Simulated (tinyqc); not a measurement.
## Well width from the intersubband spacing

Problem. In an empty well of width L and depth Vb, level k solves kw L/2 = (k - 1) pi/2 + arctan(sqrt((mw/mb)(Vb - E)/E)) with kw = sqrt(mw E/C), C = hbar^2/(2 m0). Find L, E1 and E2 from the spacing.

Values chosen for this exercise; material values close to those of In0.53Ga0.47As in InAlAs: mass along z in the well mw = 0.0419 m0; mass along z in the barriers mb = 0.0755 m0; barrier height Vb = 0.51 eV.

Constants: q = 1.602176634e-19 C, hbar = 1.054571817e-34 J s, m0 = 9.1093837015e-31 kg, hbar^2/(2 m0) = 0.0380998212 eV nm^2. Results are converted to the units shown.

E2 - E1 = 60.314152 meV

Solution. Both levels are solved for trial widths until their difference matches. A second level is bound only for L above 4.19 nm, and over that range one width gives this spacing.

L = 17.6 nm
E1 = 20.0 meV
E2 = 80.3 meV

tinyqc, about 0.2 s, one thread, Intel Xeon 2.30GHz (shared host): `OMP_NUM_THREADS=1 python tinyqc.py 2140109 2140110 out.jsonl`
